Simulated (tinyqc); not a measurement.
Changing the growth condition x: formation energy of a charged point defect from supercell energies. Computed by tinyqc, a small Python program. Command: `OMP_NUM_THREADS=1 python tinyqc.py 3014943 3014944 out.jsonl formation sweep`. One thread of a shared host (Intel(R) Xeon(R) Processor @ 2.30GHz), about 0.01 s of CPU time with the checks.

The host is a compound AB. Making the defect adds n_A = 1, n_B = -1 atoms to the cell. All total energies are inputs. E_F is counted from the valence-band maximum (VBM); x = 0 is A-rich and x = 1 B-rich growth.

Inputs (values chosen for the exercise, with gap and screening modelled on GaN):

| quantity | value | unit |
|---|---|---|
| gap E_g | 3.46 | eV |
| E_VBM of the host cell | 4.774 | eV |
| potential alignment dV | -0.032 | eV |
| dielectric constant eps | 9.73 | - |
| cell length L | 21.3 | angstrom |
| mu_A of the pure element | -5.982 | eV |
| mu_B of the pure element | -3.572 | eV |
| formation enthalpy dH of AB | -2.87 | eV |
| Fermi level E_F | 2.12 | eV |
| temperature T | 800 | K |
| site density N_s | 1.6e+22 | cm^-3 |

Defect: A on a B site. Supercell lattice: sc.

charge states q: 0  -1  -2  -3

E(defect, q) - E(host), in the order of q (eV): 1.754  7.485  13.993  20.01

Constants: e^2/(4 pi eps_0) = 14.39964548 eV angstrom; k_B = 8.617333262e-05 eV/K.

Method:
- dmu_A = x dH and dmu_B = (1 - x) dH, so that dmu_A + dmu_B = dH; mu = mu(element) + dmu.
- The reservoir term is sum n_i mu_i.
- Image-charge correction of a point charge in a neutralising background: E_corr = q^2 alpha e^2/(4 pi eps_0) / (2 eps L), alpha = 2.837297 for a sc array with L the cube root of the volume.
- E_f(q, E_F) = [E(defect, q) - E(host)] - sum n_i mu_i + q (E_VBM + dV + E_F) + E_corr(q).
- E_f(q, E_F) = E_f(q, 0) + q E_F.
- c_q = N_s exp(-E_f(q, E_F)/k_B T), with all degeneracy factors one and no vibrational entropy.

One run for each value:

| growth condition x | lowest formation energy (eV) | total concentration (cm^-3) | sum n_i mu_i (eV) |
|---|---|---|---|
| 0.125 | 0.5686 | 4.2246e+18 | -0.2575 |
| 0.250 | 1.2861 | 1.2756e+14 | -0.9750 |
| 0.375 | 2.0036 | 3.8519e+09 | -1.6925 |
| 0.500 | 2.7211 | 1.1631e+05 | -2.4100 |
| 0.625 | 3.4386 | 3.5122e+00 | -3.1275 |
| 0.750 | 4.1561 | 1.0605e-04 | -3.8450 |
| 0.875 | 4.8736 | 3.2024e-09 | -4.5625 |
| 1.000 | 5.5911 | 9.6700e-14 | -5.2800 |

What does the table show, and why?

Over the rows, lowest formation energy (eV) rises from 0.569 to 5.59 (exponent d ln y / d ln x 1.2 between the first rows and 1.0 between the last); total concentration (cm^-3) falls from 4.22e18 to 9.67e-14 (exponent d ln y / d ln x -15 between the first rows and -78 between the last); sum n_i mu_i (eV) falls from -0.258 to -5.28 (exponent d ln y / d ln x 1.9 between the first rows and 1.1 between the last). E_f is linear in x, with slope +5.740 eV. Left out: 0 (the formation energy is so low that the dilute limit fails).

Caution (all rows): the largest image-charge correction in these energies, q^2 alpha e^2/(8 pi eps_0 eps L) with alpha = 2.837297, exceeds a quarter of the gap; the point-charge term alone is then a rough estimate, usually too large for a charge that is spread out.

Extremes, crossings and ranges named in words are read from the listed rows.
